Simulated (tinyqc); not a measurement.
# Doping from the body effect

Question. The threshold of a long MOSFET, counted against the source, shifts by gamma (sqrt(2 phiF + Vsb) - sqrt(2 phiF)) with gamma = sqrt(2 eps0 eps_r q N)/Cox. Find 2 phiF, gamma and N from two shifts.

Inputs (values chosen for the exercise):
```
symbol  value  unit                meaning
eps_r    11.8        relative permittivity
```

Constants: q = 1.602176634e-19 C, eps0 = 8.8541878128e-14 F/cm where lengths are in cm. Results are converted to the units shown.

|VT - VT(0)| at source-body biases 0.8 and 3.2 V (V): [0.038794567, 0.11486716]
Cox = 0.28776110 uF/cm^2

Answer. The ratio of the shifts depends on 2 phiF alone and rises steadily with it, so it fixes 2 phiF; either shift then gives gamma, and gamma gives N.

2 phiF = 0.753 V
gamma = 0.103 V^0.5
N = 2.60e15 cm^-3

Computed by the program tinyqc: `OMP_NUM_THREADS=1 python tinyqc.py 2060066 2060067 out.jsonl`, one thread of a shared Intel Xeon 2.30GHz, about 0.01 s for the whole run.
